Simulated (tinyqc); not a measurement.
# A square-lattice strip 2 sites wide, recursive Green functions: effects of single changes

The device has N = 5 slices of 2 site(s), nearest-neighbour hopping -t, and site energies U; the leads are semi-infinite continuations with site energy 0. V = <i+1|H|i> = -t 1.

Parameters, values chosen for the exercise: hopping (matrix element -t) t = 1 eV; site energies, slice by slice (2 a slice) U = [0.22, -0.4, -0.43, 0.16, 0.72, -0.68, -0.45, 0.45, 0.56, -0.74] eV; energy E = -0.05 eV.

Each table varies one quantity; the others keep the values above.

## Effect of the strength of the potential

Transverse modes n = 1..2: chi_n(j) = sqrt(2/3) sin(pi n j/3), energy e_n = -2 t cos(pi n/3). Sigma = t^2 sum_n chi_n chi_n^T g(E - e_n), g(x) = (x - i sqrt(4 t^2 - x^2))/(2 t^2) for |x| < 2 t and (x - sign(x) sqrt(x^2 - 4 t^2))/(2 t^2) otherwise; Gamma = i (Sigma - Sigma^dagger); both leads give the same. Forward pass: g_1 = (E - H_1 - Sigma)^(-1), g_i = (E - H_i - V g_(i-1) V^dagger)^(-1), with Sigma also subtracted on the last slice; G_(i,1) = g_i V G_(i-1,1), starting from g_1. H_i is the block of slice i: its site energies on the diagonal and -t between neighbouring rows. T(E) = Tr[Gamma G_(N,1) Gamma G_(N,1)^dagger]. All U are multiplied by the factor sc.

Effect of the strength of the potential:
```
sc	T(E)	reflection, modes - T(E)
0	2.0000	0
0.25	1.7775	0.22249
0.5	1.2884	0.71162
0.75	0.81661	1.1834
1	0.48289	1.5171
1.25	0.27803	1.7220
1.5	0.15960	1.8404
1.75	0.092434	1.9076
2	0.054308	1.9457
```

T(E) falls from 2.00 to 0.0543. At sc = 0 the device equals the leads and transmits all 2 open mode(s). Between the first two non-zero rows the reflection goes as sc^(1.68); the sc^2 of weak scattering holds only at smaller sc than these rows.

## Transmission against energy

Same model as above.

Results:
```
E (eV)	open modes	T(E)	T(E) per open mode
-2.9	1	0.96757	0.96757
-2.42	1	0.96146	0.96146
-1.93	1	0.98667	0.98667
-1.45	1	0.96542	0.96542
-0.97	2	1.1408	0.57039
-0.48	2	0.58755	0.29377
0	2	0.48509	0.24254
0.48	2	0.67523	0.33762
1.45	1	0.96900	0.96900
1.93	1	0.97908	0.97908
2.42	1	0.97350	0.97350
2.9	1	0.93349	0.93349
```

Estimate the missing row, E = 0.97 eV.

Computed row:
```
E (eV)	open modes	T(E)	T(E) per open mode
0.97	2	1.1671	0.58357
```

With this row back in the table: T(E) lies between 0.485 (E = 0 eV) and 1.17 (E = 0.97 eV) in these rows. The leads offer 1 to 2 open mode(s), of which the mean share 0.75 is transmitted.

## The device repeated

Same model as above.

The list U is repeated k times, so the device has k N slices.

Results:
```
k	T(E)	ln T(E)
1	0.4829	-0.7280
3	0.6136	-0.4883
4	0.8878	-0.1190
5	0.9648	-0.03583
6	1.145	0.1353
8	0.4605	-0.7754
10	0.7296	-0.3153
12	0.3760	-0.9780
```

Estimate the missing row, k = 2.

Computed row:
```
k	T(E)	ln T(E)
2	0.5851	-0.5360
```

With this row back in the table: T(E) moves between 0.376 and 1.14 and does not die away: at least one band of the periodic structure that the repeats form is open at this energy.

Computed by the program tinyqc: `OMP_NUM_THREADS=1 python tinyqc.py 2660013 2660014 out.jsonl`, one thread of a shared Intel Xeon 2.30GHz, about 0.01 s for the whole run.
